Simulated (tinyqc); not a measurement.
Inside a calculation. Method: Hubbard chain of 5 sites. Computed by tinyqc, a small Python program that keeps every step. Settings: hopping = 1.81, U = 9.8, mixing = 0.5, iteration cap = 61. Command: `OMP_NUM_THREADS=1 python tinyqc.py 29907 29908 out.jsonl` (the two numbers bound the seeds that draw the settings). One thread of a shared host (Intel(R) Xeon(R) Processor @ 2.60GHz), about 0.2 s of CPU time with the checks. Later iterations appear only in the table of the cycle.

## Mean-field iteration 1

one-body matrix (hopping and site energies) (eV), order 1, 2, 3, 4, 5:
```
[[0.000000, -1.810000, 0.000000, 0.000000, 0.000000],
 [-1.810000, 0.000000, -1.810000, 0.000000, 0.000000],
 [0.000000, -1.810000, 0.000000, -1.810000, 0.000000],
 [0.000000, 0.000000, -1.810000, 0.000000, -1.810000],
 [0.000000, 0.000000, 0.000000, -1.810000, 0.000000]]
```

U = 9.800000 eV

electrons, up and down: [3, 2]

mixing = 0.500000

n(up) at the start (a guess, not normalised): [0.900000, 0.300000, 0.900000, 0.300000, 0.900000]

n(down) at the start (a guess): [0.100000, 0.700000, 0.100000, 0.700000, 0.100000]

H(up) = T + U n(down), H(down) = T + U n(up); fill the lowest levels; n(new) = n + mixing (n(out) - n); E = tr T (rho up + rho down) + U sum n_up n_down of the output.

levels, up (eV): [-0.377895, 0.467508, 0.980000, 7.372492, 8.217895]

levels, down (eV): [1.582105, 2.427508, 8.820000, 9.332492, 10.177895]

energy = -2.372133 eV

n(up) after iteration 1: [0.918281, 0.208048, 0.897343, 0.208048, 0.918281]

n(down) after iteration 1: [0.081719, 0.791952, 0.102657, 0.791952, 0.081719]

## Mean-field iteration 2

As before.

levels, up (eV): [-0.291003, 0.358304, 0.876098, 8.203675, 8.982926]

levels, down (eV): [0.817074, 1.596325, 8.923902, 9.441696, 10.091003]

energy = -2.522597 eV

n(up) after iteration 2: [0.934417, 0.151095, 0.903975, 0.151095, 0.934417]

n(down) after iteration 2: [0.065583, 0.848905, 0.096025, 0.848905, 0.065583]

## Convergence

Each step fills the lowest levels of T + U n(other spin) and sets n(new) = n + mixing (n(out) - n); stop when output and input agree to 1e-8.

Course of the cycle:
```
iteration       E (eV)  largest |n(out) - n(in)|  mean |n_up - n_down|
1          -2.37213265                  1.84e-01              0.814246
2          -2.52259724                  1.14e-01              0.849373
3          -2.57566294                  6.87e-02              0.868240
4          -2.59431300                  4.09e-02              0.878720
5          -2.60091526                  2.42e-02              0.884705
6          -2.60327056                  1.43e-02              0.888190
7          -2.60411583                  8.42e-03              0.890244
8          -2.60442048                  4.97e-03              0.891465
9          -2.60453060                  2.94e-03              0.892194
10         -2.60457049                  1.74e-03              0.892630
11         -2.60458496                  1.04e-03              0.892892
...                ...                       ...                   ...
24         -2.60459322                  1.46e-06              0.893288
25         -2.60459322                  8.88e-07              0.893288
26         -2.60459322                  5.39e-07              0.893288
27         -2.60459322                  3.27e-07              0.893288
28         -2.60459322                  1.98e-07              0.893288
29         -2.60459322                  1.20e-07              0.893288
30         -2.60459322                  7.27e-08              0.893288
31         -2.60459322                  4.40e-08              0.893288
32         -2.60459322                  2.67e-08              0.893288
33         -2.60459322                  1.61e-08              0.893288
34         -2.60459322                  9.76e-09              0.893288
```

local moments n_up - n_down: [0.931868, -0.866610, 0.869485, -0.866610, 0.931868]

Converged in 34 iterations. Before convergence this energy mixes input and output and is not variational, so it may rise towards its limit.

## Exact diagonalisation (100 states)

Lowest levels of the sector, and the double occupancy of the lowest state.

lowest levels (eV): [-3.487577, -2.652915, -2.160003, -2.023616, -1.584834, -1.019434]

double occupancy per site = 0.056888

The mean-field solution above lies 0.8830 eV above the exact energy.

## The lowest level by Lanczos steps

From a random start vector (not printed): a_j = <q_j|H|q_j>, b_j = norm of the remainder after orthogonalising; the Ritz value is the lowest eigenvalue of the tridiagonal matrix of a and b so far.

Lanczos:
```
j    a_j (eV)  b_j (eV)  lowest Ritz value (eV)
1    8.153016  8.415989              8.15301565
2   11.102425  8.454945              1.08350462
3    9.401963  6.746827             -2.06429336
4   13.054122  7.260239             -2.88863821
5   10.357596  7.189894             -3.18197996
6   10.624295  7.769555             -3.33540450
7   12.411796  6.253392             -3.43435463
8   12.672893  5.802003             -3.46585011
9   10.582629  8.823516             -3.47340209
10   9.260777  5.661485             -3.48217033
```
